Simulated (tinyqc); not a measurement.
From screening to the Mott criterion: hydrogenic impurity: series, fields, screening, photoionisation and donor-acceptor pairs. Computed by tinyqc, a small Python program. Command: `OMP_NUM_THREADS=1 python tinyqc.py 3016519 3016520 out.jsonl hydrogenic walk`. One thread of a shared host (Intel(R) Xeon(R) Processor @ 2.30GHz), about 0.01 s of CPU time with the checks.

One isotropic, parabolic band. Effective units: Ry* and a*, in which H = -nabla^2 - 2/r.

Inputs (values chosen for the exercise, for a model semiconductor): electron mass m = 0.0753 m_0; dielectric constant eps = 14.1; donor density N = 4e+14 cm^-3.

Parts treated: screening and pairs.

Constants: Ry = 13.605693123 eV; a_0 = 0.529177210903 angstrom; h x 1 THz = 4.135667696 meV.

Method:
- Ry* = Ry m/eps^2, a* = a_0 eps/m; level n is bound by Ry*/n^2; <r> = (3/2) a* in 1s; lines 1s -> np at Ry* (1 - 1/n^2); 1 THz = 4.135667696 meV.
- Thomas-Fermi screening by N free electrons of one valley, taken as a degenerate gas (the hypothesis that all donors are ionised): q a* = sqrt(4 k_F a*/pi), k_F = (3 pi^2 N)^(1/3).
- Screened potential -(2/r) exp(-q r). Basis exp(-zeta r), zeta_k = 0.02 x 1.6^k, k = 0..23: S = 2/s^3, T = zeta_i zeta_j S, V = -2/(s + q)^2 with s = zeta_i + zeta_j; overlap eigenvalues below 1e-11 are dropped.
- First order: 1 - 2 q a*. One exponent: the maximum over zeta of 8 zeta^3/(2 zeta + q)^2 - zeta^2 (golden section on 0.01 to 1.2).

a* = 99.0890 angstrom

Binding (Ry*):

| N^(1/3) a* | N (cm^-3) | q a* | first order | one exponent | basis |
|---|---|---|---|---|---|
| 0.0015 | 3.4689e+09 | 0.07687 | 0.84627 | 0.85471 | 0.85472 |
| 0.0044 | 8.7555e+10 | 0.13165 | 0.73670 | 0.76071 | 0.76075 |
| 0.0110 | 1.3681e+12 | 0.20816 | 0.58369 | 0.64136 | 0.64154 |
| 0.0220 | 1.0944e+13 | 0.29438 | 0.41125 | 0.52192 | 0.52251 |
| 0.0370 | 5.2063e+13 | 0.38176 | 0.23648 | 0.41560 | 0.41698 |
| 0.0550 | 1.7101e+14 | 0.46545 | 0.06910 | 0.32645 | 0.32902 |
| 0.0730 | 3.9985e+14 | 0.53623 | -0.07247 | 0.25999 | 0.26397 |

The binding falls from 0.855 to 0.264 Ry*. First order, a constant shift of the potential, overshoots and turns negative from q a* = 0.5. One exponent loses the state at q a* = 1 (N^(1/3) a* = 0.254, the classic form of the Mott criterion); the full basis keeps it to 1.19. The dilute rows are formal, since there the electrons are bound or non-degenerate.

Extremes, crossings and ranges named in words are read from the listed rows.
